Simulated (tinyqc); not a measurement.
Delay unit and parasitic delay from two ring oscillators.

Problem. A ring of 11 inverters oscillates at 1/(2 x 11 d), with stage delay d = tau (h + p) for fan-out h. Find tau, p and the delay at fan-out 4.

frequencies of 11-stage ring oscillators with fan-out 1 and 4 (GHz): 4.2357769  1.8782016

Answer. d is a straight line in h with slope tau and intercept tau p.

tau = 4.49 ps
p = 1.39
delay at fan-out 4 = 24.2 ps

tinyqc, about 0.01 s, one thread, Intel Xeon 2.30GHz (shared host): `OMP_NUM_THREADS=1 python tinyqc.py 2082122 2082123 out.jsonl`
